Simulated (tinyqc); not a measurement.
# On-chip power grid, static voltage drop by conjugate gradients, step by step

Program tinyqc, `OMP_NUM_THREADS=1 python tinyqc.py 2770230 2770231 out.jsonl`; Intel Xeon 2.30GHz, shared host, one thread, about 0.1 s. Printed values are rounded.

A grid of 4 rows and 3 columns, node k = 3 row + column. Neighbours in a row are joined by Rx, in a column by Ry; pad nodes, which reach the supply through Rp: 0, 2, 9, 11. Each node draws I0, node 3 draws kh I0. The drops u = Vdd - V solve G u = i, with G the conductance matrix (1/Rp added on the diagonal at pad nodes).

Values chosen for this exercise:
- Vdd = 1 V (supply voltage)
- Rx = 0.34 ohm (resistance of a horizontal segment)
- Ry = 1.7 ohm (resistance of a vertical segment)
- Rp = 0.05 ohm (resistance from a pad node to the supply)
- I0 = 2.3 mA (load current of an ordinary node)
- kh = 8 (factor on the load at the hot node)

## Diagonal of G, loads and first direction

G_kk = sum of the conductances at node k. Start u = 0, so the residual is r = i; z = r/G_kk (Jacobi preconditioner), p = z.

G_kk (S):
```
	col 0	col 1	col 2
row 0	23.5294	6.47059	23.5294
row 1	4.11765	7.05882	4.11765
row 2	4.11765	7.05882	4.11765
row 3	23.5294	6.47059	23.5294
```

r at the start (mA):
```
	col 0	col 1	col 2
row 0	2.3	2.3	2.3
row 1	18.4	2.3	2.3
row 2	2.3	2.3	2.3
row 3	2.3	2.3	2.3
```

p at the start (mV):
```
	col 0	col 1	col 2
row 0	0.09775	0.355455	0.09775
row 1	4.46857	0.325833	0.558571
row 2	0.558571	0.325833	0.558571
row 3	0.09775	0.355455	0.09775
```

## Iteration 1: conjugate-gradient step

u at the start (mV):
```
	col 0	col 1	col 2
row 0	0	0	0
row 1	0	0	0
row 2	0	0	0
row 3	0	0	0
```

q = G p; with z = r/G_kk: a = (r.z)/(p.q); u(new) = u + a p; r(new) = r - a q; b = (r.z)(new)/(r.z); p(new) = z(new) + b p.

q (mA):
```
	col 0	col 1	col 2
row 0	-1.3740	1.5333	0.9260
row 1	17.0556	-12.8865	0.9556
row 2	-1.3444	-1.3865	0.9556
row 3	0.9260	1.5333	0.9260
```

a = 1.23256

u after iteration 1 (mV):
```
	col 0	col 1	col 2
row 0	0.12048	0.43812	0.12048
row 1	5.50777	0.40161	0.68847
row 2	0.68847	0.40161	0.68847
row 3	0.12048	0.43812	0.12048
```

r after iteration 1 (mA):
```
	col 0	col 1	col 2
row 0	3.9936	0.4101	1.1587
row 1	-2.6220	18.1833	1.1222
row 2	3.9571	4.0089	1.1222
row 3	1.1587	0.4101	1.1587
```

b = 0.622594

p after iteration 1 (mV):
```
	col 0	col 1	col 2
row 0	0.23059	0.28468	0.11010
row 1	2.14534	2.77883	0.62029
row 2	1.30876	0.77079	0.62029
row 3	0.11010	0.28468	0.11010
```

## Iteration 2: conjugate-gradient step

As before.

q (mA):
```
	col 0	col 1	col 2
row 0	3.3263	-0.7946	1.3885
row 1	-0.2448	10.8602	-6.0485
row 2	1.7953	-2.0349	-0.1425
row 3	0.9835	0.7410	1.3885
```

a = 2.02093

u after iteration 2 (mV):
```
	col 0	col 1	col 2
row 0	0.58648	1.01344	0.34299
row 1	9.84335	6.01744	1.94204
row 2	3.33339	1.95932	1.94204
row 3	0.34299	1.01344	0.34299
```

r after iteration 2 (mA):
```
	col 0	col 1	col 2
row 0	-2.7286	2.0159	-1.6473
row 1	-2.1273	-3.7645	13.3459
row 2	0.3289	8.1213	1.4102
row 3	-0.8289	-1.0874	-1.6473
```

b = 1.02675

p after iteration 2 (mV):
```
	col 0	col 1	col 2
row 0	0.12079	0.60384	0.04304
row 1	1.68610	2.31988	3.87802
row 2	1.42366	1.94192	0.97937
row 3	0.07782	0.12425	0.04304
```

## Iteration 3: conjugate-gradient step

As before.

q (mA):
```
	col 0	col 1	col 2
row 0	0.07424	2.06074	-3.04457
row 1	-0.78888	-1.48700	8.54375
row 2	-0.88700	5.20223	-3.98535
row 3	0.62818	-0.69383	0.07109
```

a = 1.67558

u after iteration 3 (mV):
```
	col 0	col 1	col 2
row 0	0.7889	2.0252	0.4151
row 1	12.6685	9.9046	8.4400
row 2	5.7189	5.2132	3.5830
row 3	0.4734	1.2216	0.4151
```

r after iteration 3 (mA):
```
	col 0	col 1	col 2
row 0	-2.85301	-1.43705	3.45408
row 1	-0.80545	-1.27287	-0.96987
row 2	1.81518	-0.59549	8.08799
row 3	-1.88147	0.07518	-1.76646
```

b = 0.326526

p after iteration 3 (mV):
```
	col 0	col 1	col 2
row 0	-0.08181	-0.02492	0.16085
row 1	0.35495	0.57718	1.03074
row 2	0.90569	0.54973	2.28402
row 3	-0.05455	0.05219	-0.06102
```

## Course of the conjugate-gradient iteration

Stop when |r| is below 1e-9 mA.

Course of the iteration:
```
iteration	largest u (mV)	|r| (mA)
1	5.50777	19.8
2	9.84335	16.8
3	12.6685	10.1
4	13.0675	6.72
5	13.2435	4.08
6	13.2149	1.21
7	13.2029	0.252
8	13.1990	0.0672
9	13.1985	2.10e-3
10	13.1985	2.22e-4
11	13.1985	6.27e-5
12	13.1985	< 1e-11
```

Converged in 12 iterations for 12 unknowns; in exact arithmetic the method needs at most 12. The condition number of the scaled matrix is 18.0. Gauss-Seidel sweeps in node order need 106 to reach the same residual.

## Worst drop, pad currents and power lost

converged u (mV):
```
	col 0	col 1	col 2
row 0	0.6604	1.8617	0.5603
row 1	13.1985	10.4650	9.1921
row 2	8.1244	7.8545	7.5500
row 3	0.4893	1.5078	0.4750
```

Pad current u/Rp; worst drop as a share of Vdd; power lost in the grid and pads sum_k i_k u_k; power delivered sum_k i_k (Vdd - u_k).

worst drop = 13.1985 mV
share of Vdd = 1.31985 %
pad currents (mA): node 0 13.2084, node 2 11.2053, node 9 9.78676, node 11 9.49956
power lost = 0.354956 mW
power delivered = 43.3450 mW

The pad currents add up to the total load, 43.70 mA. The worst drop is at node 3; the hot node is 3.
